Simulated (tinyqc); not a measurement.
# Fermi-level pinning at a metal contact (Cowley-Sze model): two studies

Interface states of density Ds lie behind a thin layer of thickness dl. Neglecting the depletion charge, the barrier for electrons is phi = S (pM - chi) + (1 - S) E0 with S = 1/(1 + q Ds dl/(eps0 ei)); the barrier for holes is Eg - phi.

Values chosen for this exercise; material values close to those of gallium arsenide:
- Eg = 1.45 eV (band gap)
- chi = 4.01 eV (electron affinity)
- Ds = 5.8e12 cm^-2 eV^-1 (density of interface states)
- E0 = 1.11 eV (depth of their neutrality level below the conduction edge)
- dl = 0.58 nm (thickness of the interface layer)
- ei = 1.7 (its relative permittivity)
- pM = 4.25 eV (metal work function)

Constants: q = 1.602176634e-19 C, eps0 = 8.8541878128e-14 F/cm where lengths are in cm. Results are converted to the units shown.

Each table varies one quantity; the others keep the values above.

## Barrier against work function

phi is listed beside the Schottky-Mott value pM - chi.

Results:
```
pM (eV)	pM - chi (eV)	phi (eV)
3.4	-0.61000	-0.15650
3.7	-0.31000	0.064399
4	-0.010000	0.28530
4.3	0.29000	0.50620
4.6	0.59000	0.72710
5.2	1.1900	1.1689
5.5	1.4900	1.3898
5.8	1.7900	1.6107
```

Estimate the missing row, pM = 4.9 eV.

Computed row:
```
pM (eV)	pM - chi (eV)	phi (eV)
4.9	0.89000	0.94801
```

With this row back in the table: phi rises with slope S = 0.736, by 1.77 eV over 2.40 eV of work function, and equals the Schottky-Mott value at pM = chi + E0 = 5.12 eV. For pM = 3.4, 5.8 phi lies outside the gap, where band states take over and the formula no longer holds.

## Unpinning by a thin insulator

Same model as above.

An inserted insulator of thickness t and permittivity 3.9 damps the metal-induced states, Ds(t) = Ds exp(-t/0.43 nm), and adds t/3.9 to dl/ei.

Result of one run:
```
t (nm)	Ds(t) (cm^-2 eV^-1)	S	phi (eV)
0.9	7.1522e11	0.93108	0.29996
```

What becomes of these results when the insulator thickness t is changed from 0.9 to 1.2 nm, all else the same?

Result of the changed run:
```
t (nm)	Ds(t) (cm^-2 eV^-1)	S	phi (eV)
1.2	3.5599e11	0.95988	0.27491
```

The whole series:
```
t (nm)	Ds(t) (cm^-2 eV^-1)	S	phi (eV)
0	5.8000e12	0.73634	0.46939
0.3	2.8869e12	0.82074	0.39595
0.6	1.4369e12	0.88596	0.33921
0.9	7.1522e11	0.93108	0.29996
1.2	3.5599e11	0.95988	0.27491
1.5	1.7719e11	0.97726	0.25979
1.8	8.8196e10	0.98735	0.25100
2.1	4.3899e10	0.99306	0.24604
2.4	2.1850e10	0.99623	0.24328
```

S rises from 0.736 to 0.996, and phi falls from 0.469 to 0.243 eV, towards pM - chi = 0.240 eV. The insulator also adds a tunnelling resistance, which is not counted here and sets a best thickness.

tinyqc, about 0.01 s, one thread, Intel Xeon 2.30GHz (shared host): `OMP_NUM_THREADS=1 python tinyqc.py 2430169 2430170 out.jsonl`
